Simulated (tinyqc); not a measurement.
Surface Green function of a zigzag honeycomb ribbon two chains wide, Sancho-Rubio decimation: one step of the calculation.

A semi-infinite lead of cells 0, 1, 2, ... with H0 inside a cell and H1 = <cell i|H|cell i + 1>. Cell of four sites joined 1-2-3-4 by -t; site 2 joins site 1 of the next cell and site 3 joins site 4 of the next cell. z = E + i eta.

Task. Self-energy, Dyson check and densities of states. Sigma = H1 g_s H1^dagger is what the lead adds to one more cell, and (z - H0 - Sigma)^(-1) must give g_s back. Densities of states: -Im of the diagonals over pi.

Parameters, values chosen for the exercise:
- E = 1.27 eV (energy)
- eta = 0.04 eV (broadening)

H0 (eV):
```
	1	2	3	4
1	0	-1	0	0
2	-1	0	-1	0
3	0	-1	0	-1
4	0	0	-1	0
```

H1 (eV):
```
	1	2	3	4
1	0	0	0	0
2	-1	0	0	0
3	0	0	0	-1
4	0	0	0	0
```

converged surface Green function g_s (1/eV):
```
	1	2	3	4
1	0.62116051-0.55537370i	0.18891120+0.68047817i	-0.59494028+0.14985380i	0.46427996-0.13261811i
2	0.18891120+0.68047817i	-0.21269810-0.87176373i	0.76156830-0.16651671i	-0.59494028+0.14985380i
3	-0.59494028+0.14985380i	0.76156830-0.16651671i	-0.21269810-0.87176373i	0.18891120+0.68047817i
4	0.46427996-0.13261811i	-0.59494028+0.14985380i	0.18891120+0.68047817i	0.62116051-0.55537370i
```

converged bulk Green function (1/eV):
```
	1	2	3	4
1	0.04325587-0.74928907i	0.45754674+0.47493344i	-0.02743825+0.32173710i	0.02722464-0.50753007i
2	0.45754674+0.47493344i	-0.00323893-0.91465959i	0.05243358+0.21188035i	-0.02743825+0.32173710i
3	-0.02743825+0.32173710i	0.05243358+0.21188035i	-0.00323893-0.91465959i	0.45754674+0.47493344i
4	0.02722464-0.50753007i	-0.02743825+0.32173710i	0.45754674+0.47493344i	0.04325587-0.74928907i
```

Give: Sigma; (z - H0 - Sigma)^(-1); surface density of states; bulk density of states.

Result.

Sigma (eV):
```
	1	2	3	4
1	0.0000+0.0000i	0.0000+0.0000i	0.0000+0.0000i	0.0000+0.0000i
2	0.0000+0.0000i	0.6212-0.5554i	0.4643-0.1326i	0.0000+0.0000i
3	0.0000+0.0000i	0.4643-0.1326i	0.6212-0.5554i	0.0000+0.0000i
4	0.0000+0.0000i	0.0000+0.0000i	0.0000+0.0000i	0.0000+0.0000i
```

(z - H0 - Sigma)^(-1) (1/eV):
```
	1	2	3	4
1	0.6212-0.5554i	0.1889+0.6805i	-0.5949+0.1499i	0.4643-0.1326i
2	0.1889+0.6805i	-0.2127-0.8718i	0.7616-0.1665i	-0.5949+0.1499i
3	-0.5949+0.1499i	0.7616-0.1665i	-0.2127-0.8718i	0.1889+0.6805i
4	0.4643-0.1326i	-0.5949+0.1499i	0.1889+0.6805i	0.6212-0.5554i
```

```
orbital	surface density of states (1/eV)	bulk density of states (1/eV)
1	0.1768	0.2385
2	0.2775	0.2911
3	0.2775	0.2911
4	0.1768	0.2385
```

Numbers from tinyqc (`OMP_NUM_THREADS=1 python tinyqc.py 2680110 2680111 out.jsonl`; about 0.07 s on one thread of a shared Intel Xeon 2.30GHz).
